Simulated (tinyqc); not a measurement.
Worked calculation: CIS on RHF in the sto-3g basis, for H3+, spin multiplicity 1. One step of it, computed by the program tinyqc.

Problem. CIS matrix, triplets. A(ia,jb) = (e_a - e_i) d_ij d_ab - (ij|ab).

orbital energies (hartree): MO1 -0.964889, MO2 -0.333265, MO3 0.262572

Two-electron integrals over orbitals (pq|rs), unique and non-zero (hartree):
```
p,q,r,s,(pq|rs)
1,1,1,1,0.568532
2,1,2,1,0.146272
2,2,1,1,0.482383
2,2,2,2,0.533251
3,1,1,1,0.096269
3,1,2,2,-0.037786
3,1,3,1,0.135594
3,2,2,1,-0.140964
3,2,3,2,0.159102
3,3,1,1,0.573396
3,3,2,2,0.512535
3,3,3,1,0.082740
3,3,3,3,0.612610
```

Give: CIS matrix A, triplet.

Solution.

CIS matrix A, triplet (hartree):
```
,1>2,1>3
1>2,0.1492,0.0000
1>3,0.0000,0.6541
```
